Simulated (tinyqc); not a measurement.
Pariser-Parr-Pople SCF with singles CI, for the molecule C=C1C=CC=C(N)C=C1 (SMILES; centres numbered as the heavy atoms are written), step by step. One step of it, computed by the program tinyqc.

Task: PPP integrals. Ohno: gamma = 14.399645/sqrt(R^2 + a^2), a = 2 x 14.399645/(gamma_rr + gamma_ss); H_rr = -W_r - sum_(s != r) z_s gamma_rs; H_rs = beta for bonds.

Centres (angstrom, eV; a flat drawing with bonds scaled to 1.40 angstrom):
```
centre          x          y  core charge z          W   gamma_rr
1C       2.938000  -0.522000              1  11.160000  11.130000
2C       1.573000  -0.210000              1  11.160000  11.130000
3C       1.261000   1.155000              1  11.160000  11.130000
4C       0.000000   1.762000              1  11.160000  11.130000
5C      -1.261000   1.155000              1  11.160000  11.130000
6C      -1.573000  -0.210000              1  11.160000  11.130000
7N      -2.938000  -0.522000              2  25.600000  16.800000
8C      -0.700000  -1.305000              1  11.160000  11.130000
9C       0.700000  -1.305000              1  11.160000  11.130000
```

Resonance integrals (eV):
```
i  j       beta
1  2  -2.390000
2  3  -2.390000
3  4  -2.390000
4  5  -2.390000
5  6  -2.390000
6  7  -2.240000
6  8  -2.390000
8  9  -2.390000
9  2  -2.390000
```

Give: repulsion gamma_rs; core matrix H.

Result:

repulsion gamma_rs (eV):
```
         1C       2C       3C       4C       5C       6C       7N       8C
1C  11.1300   7.5533   5.3301   3.6549   3.0618   3.0617   2.4137   3.6549
2C   7.5533  11.1300   7.5533   5.0793   4.2336   4.2331   3.1048   5.0786
3C   5.3301   7.5533  11.1300   7.5553   5.0802   4.2336   3.1050   4.2332
4C   3.6549   5.0793   7.5553  11.1300   7.5553   5.0793   3.7290   4.2333
5C   3.0618   4.2336   5.0802   7.5553  11.1300   7.5533   5.5681   5.0783
6C   3.0617   4.2331   4.2336   5.0793   7.5533  11.1300   8.2809   7.5527
7N   2.4137   3.1048   3.1050   3.7290   5.5681   8.2809  16.8000   5.5693
8C   3.6549   5.0786   4.2332   4.2333   5.0783   7.5527   5.5693  11.1300
9C   5.3312   7.5527   5.0783   4.2333   4.2332   5.0786   3.7290   7.5539

         9C
1C   5.3312
2C   7.5527
3C   5.0783
4C   4.2333
5C   4.2332
6C   5.0786
7N   3.7290
8C   7.5539
9C  11.1300
```

core matrix H (eV):
```
          1C        2C        3C        4C        5C        6C        7N        8C
1C  -47.6352   -2.3900    0.0000    0.0000    0.0000    0.0000    0.0000    0.0000
2C   -2.3900  -58.6535   -2.3900    0.0000    0.0000    0.0000    0.0000    0.0000
3C    0.0000   -2.3900  -56.4340   -2.3900    0.0000    0.0000    0.0000    0.0000
4C    0.0000    0.0000   -2.3900  -56.0088   -2.3900    0.0000    0.0000    0.0000
5C    0.0000    0.0000    0.0000   -2.3900  -59.0919   -2.3900    0.0000    0.0000
6C    0.0000    0.0000    0.0000    0.0000   -2.3900  -64.5140   -2.2400   -2.3900
7N    0.0000    0.0000    0.0000    0.0000    0.0000   -2.2400  -61.0998    0.0000
8C    0.0000    0.0000    0.0000    0.0000    0.0000   -2.3900    0.0000  -59.6835
9C    0.0000   -2.3900    0.0000    0.0000    0.0000    0.0000    0.0000   -2.3900

          9C
1C    0.0000
2C   -2.3900
3C    0.0000
4C    0.0000
5C    0.0000
6C    0.0000
7N    0.0000
8C   -2.3900
9C  -57.6791
```
